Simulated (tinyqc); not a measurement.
# Quarter-wave Bragg mirror and the threshold of a vertical cavity, step by step

tinyqc, about 0.01 s, one thread, Intel Xeon 2.30GHz (shared host): `OMP_NUM_THREADS=1 python tinyqc.py 2650129 2650130 out.jsonl` Printed values are rounded.

N pairs of lossless layers, each a quarter wave thick at lam, in the order nH, nL from the incident medium n0 to the exit medium ns; normal incidence, no dispersion. At wavelength lam + dw each layer has the phase d = (pi/2) lam/(lam + dw) and the matrix [[cos d, i sin d/n], [i n sin d, cos d]].

Values chosen for this exercise; indices close to those of silicon and silicon dioxide: design wavelength lam = 1550 nm; high index nH = 3.461; low index nL = 1.454; number of pairs N = 2; index of the incident medium n0 = 1; index of the exit medium ns = 1.5; detuning of the light dw = 7 nm.

## Thicknesses, peak reflectance and stop band

At the design wavelength Y = ns (nH/nL)^(2 N), T0 = 4 n0 Y/(n0 + Y)^2; stop band, to first order in its width, (4 lam/pi) arcsin((nH - nL)/(nH + nL)); layer thicknesses lam/(4 n).

thickness of the high-index layer = 111.962 nm
thickness of the low-index layer = 266.506 nm
Y = 48.1548
T0 = 7.97200 %
stop band = 830.136 nm

Each further pair divides T0 by about (nH/nL)^2 = 5.67.

## Matrix of one pair

The product of the two layer matrices in the order met by the light.

M of one pair:
```
	1	2
1	-0.42004+0.00000i	0.00000+0.00690i
2	0.00000+0.03471i	-2.38016+0.00000i
```

## Matrix of the stack

M = (M of one pair)^N.

M:
```
	1	2
1	0.17619+0.00000i	0.00000-0.01931i
2	0.00000-0.09719i	5.66493+0.00000i
```

## Reflection at the detuned wavelength

B = M11 + M12 ns, C = M21 + M22 ns; r = (n0 B - C)/(n0 B + C), T = 4 n0 ns/|n0 B + C|^2, R = |r|^2 = 1 - T.

r = -0.959284-0.006088i
T = 7.97374 %
phase of r against its value at dw = 0 = 0.00634619 rad

T is 1.00 times its value at the design wavelength.
